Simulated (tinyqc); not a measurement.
# Ellipsometry and reflectance of a transparent film on an absorbing substrate: what changes with what

Air (index 1), film, substrate with N2 = n2 - i k2; time factor exp(+i w t). q_j = sqrt(N_j^2 - sin^2 th), root with positive real part. Fresnel coefficients r_s = (q_a - q_b)/(q_a + q_b), r_p = (N_b^2 q_a - N_a^2 q_b)/(N_b^2 q_a + N_a^2 q_b). tan(Psi) exp(i Delta) = R_p/R_s, Delta taken from 0 to 360 degrees.

Values chosen for this exercise; indices close to those of a porous low-k film on silicon:
- lam = 632.8 nm (wavelength)
- th = 70 degrees (angle of incidence)
- n1 = 1.287 (index of the transparent film)
- d = 16 nm (film thickness)
- n2 = 3.882 (index of the substrate)
- k2 = 0.019 (extinction coefficient of the substrate)

Each table varies one quantity; the others keep the values above.

## Psi and Delta against the film thickness

beta = 2 pi d q1/lam, X = exp(-2 i beta), R = (r01 + r12 X)/(1 + r01 r12 X) for p and s. The last column is the derivative of Delta.

Psi and Delta against the film thickness:
```
d (nm)  Psi (degrees)  Delta (degrees)  |R_p|^2  |R_s|^2  dDelta/dd (degrees/nm)
0               10.57            179.2  0.02420   0.6947                  -2.223
2               10.60            174.8  0.02435   0.6947                  -2.211
4               10.68            170.4  0.02471   0.6945                  -2.180
6               10.81            166.1  0.02529   0.6942                  -2.134
8               10.97            161.9  0.02608   0.6937                  -2.073
10              11.18            157.8  0.02709   0.6931                  -2.000
12              11.43            153.9  0.02830   0.6924                  -1.919
14              11.71            150.1  0.02973   0.6916                  -1.833
16              12.03            146.5  0.03136   0.6906                  -1.744
```

What does the table show?

Delta falls from 179.23 to 146.55 degrees while Psi moves from 10.57 to 12.03: Delta changes 22.4 times as much as Psi. With the slope of the first row an error of 0.01 degree in Delta means 0.0045 nm.

## Effect of the angle of incidence

Same model as above.

dDelta/dd is the derivative of Delta; period lam/(2 q1).

Effect of the angle of incidence:
```
th (degrees)  Psi (degrees)  Delta (degrees)  |R_p|^2  |R_s|^2  dDelta/dd (degrees/nm)  period (nm)
50                    31.62            173.0   0.1895   0.4999                 -0.4248        305.9
55                    28.05            170.6   0.1528   0.5383                 -0.5677        318.7
60                    23.70            167.0   0.1122   0.5826                 -0.7766        332.3
65                    18.37            160.8  0.06985   0.6331                  -1.119        346.3
70                    12.03            146.5  0.03136   0.6906                  -1.744        359.8
75                    6.948            94.47  0.01122   0.7556                 -0.9140        372.0
80                    13.50            28.99  0.04778   0.8285                   1.244        381.9
85                    27.75            9.784   0.2519   0.9099                  0.5253        388.3
```

Read the table: what changes, and by how much?

Psi goes from 31.6 through a minimum of 6.95 (at th = 75 among the rows listed) to 27.8 degrees and |R_p|^2 goes from 0.189 through a minimum of 0.0112 (at th = 75 among the rows listed) to 0.252. The slope of Delta is largest in size, 1.74 degrees/nm, at th = 70 among the rows. The bare substrate has its smallest |R_p| near arctan(n2) = 75.6 degrees.

Computed by the program tinyqc: `OMP_NUM_THREADS=1 python tinyqc.py 2870220 2870221 out.jsonl`, one thread of a shared Intel Xeon 2.30GHz, about 0.01 s for the whole run.
